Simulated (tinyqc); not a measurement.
From lone donors to an impurity band: impurity band of shallow donors (Hubbard estimate).

Constants: e^2/(4 pi eps0) = 14.39964547 eV angstrom.

Inputs chosen for the exercise (out of a larger set: near those of two donors in Si; not measured data):
- a = 19.2 angstrom (orbital radius)
- eps = 11.2 (dielectric constant)
- Ns = (0.024, 0.06, 0.14, 0.36, 0.84, 1.8, 3.6) x 1e18/cm^3 (donor densities)

Donors on a simple cubic lattice of spacing R = N^(-1/3) (1/angstrom^3 = 1e24/cm^3), Ha* = q/(eps a), q = e^2/(4 pi eps0), x = R/a. Hopping t = Ha* (1 + x) exp(-x), band width B = 12 t, on-site repulsion U = (5/8) Ha*; the gap closes near B/U = 1.15. Valley factors and disorder are left out.

Results:
```
N (1e18/cm^3)  R (angstrom)  N^(1/3) a   t (meV)   B (meV)       B/U
0.024                 346.7      0.055  1.84e-05  0.000220  5.27e-06
0.060                 255.4      0.075   0.00160    0.0192  0.000458
0.14                  192.6      0.100    0.0325     0.390   0.00933
0.36                  140.6      0.137     0.368      4.42     0.106
0.84                  106.0      0.181      1.75      21.0     0.501
1.8                    82.2      0.234      4.89      58.7      1.40
3.6                    65.2      0.294      9.85       118      2.82
```

B/U passes 1.15 between 0.84 and 1.8 x 1e18/cm^3; the root is x = 4.52, N^(1/3) a = 0.221, N = 1.5 x 1e18/cm^3, below the 2.5 that the empirical rule N^(1/3) a = 0.26 gives; the estimate is rough, since random positions, the overlap of the orbitals and screening are left out. While N grows by 150 times, t grows by 5.36e+05 times.

(tinyqc, `OMP_NUM_THREADS=1 python tinyqc.py 1282194 1282195 out.jsonl`, Intel(R) Xeon(R) Processor @ 2.30GHz, 1 thread, shared host, about 0.01 s.)
